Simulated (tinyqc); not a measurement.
Inside a calculation. Method: MP2 on RHF in the sto-3g basis, for H4, spin multiplicity 1. One step of it, computed by the program tinyqc.

Problem. Second-order Moller-Plesset energy. E2 = sum_ijab (ia|jb) [2 (ia|jb) - (ib|ja)] / (e_i + e_j - e_a - e_b) over occupied i, j and virtual a, b; the opposite-spin part is (ia|jb)^2 / denominator, the rest is same-spin, and SCS-MP2 scales them by 6/5 and 1/3.

orbital energies (hartree): MO1 -0.592144, MO2 -0.474896, MO3 0.424410, MO4 0.770324

Two-electron integrals over orbitals (pq|rs), unique and non-zero (hartree):
```
(11|11) 0.451432    (21|21) 0.201656    (22|11) 0.441126    (22|22) 0.450273
(31|11) -0.044859   (31|22) -0.002215   (31|31) 0.104846    (32|21) 0.067322
(32|32) 0.101160    (33|11) 0.438761    (33|22) 0.439153    (33|31) -0.012111
(33|33) 0.456839    (41|21) 0.020544    (41|32) -0.075278   (41|41) 0.088164
(42|11) 0.054767    (42|22) 0.017242    (42|31) -0.101962   (42|33) 0.014653
(42|42) 0.107249    (43|21) -0.194026   (43|32) -0.068851   (43|41) -0.017971
(43|43) 0.206688    (44|11) 0.470263    (44|22) 0.460693    (44|31) -0.049451
(44|33) 0.472323    (44|42) 0.060516    (44|44) 0.514994
```

Hartree-Fock energy = -2.18484547 hartree

Give: Terms; Pair energies; MP2 correlation energy; SCS-MP2 correlation energy; MP2 total energy.

Solution.

Terms:
```
i  j  a  b  (ia|jb)  (ib|ja)  denominator     term
1  2  3  4  -0.1020  -0.0753      -2.2618  -0.0058
2  1  4  3  -0.1020  -0.0753      -2.2618  -0.0058
2  2  3  3   0.1012   0.1012      -1.7986  -0.0057
1  1  3  3   0.1048   0.1048      -2.0331  -0.0054
2  2  4  4   0.1072   0.1072      -2.4904  -0.0046
1  1  4  4   0.0882   0.0882      -2.7249  -0.0029
2  1  3  4  -0.0753  -0.1020      -2.2618  -0.0016
1  2  4  3  -0.0753  -0.1020      -2.2618  -0.0016
```

Pair energies (hartree; pair i-j sums ij and ji):
```
pair  opposite spin  same spin
1-1         -0.0083     0.0000
2-1         -0.0142    -0.0006
2-2         -0.0103     0.0000
```

MP2 correlation energy = -0.033401 hartree

SCS-MP2 correlation energy = -0.039536 hartree

MP2 total energy = -2.218246 hartree
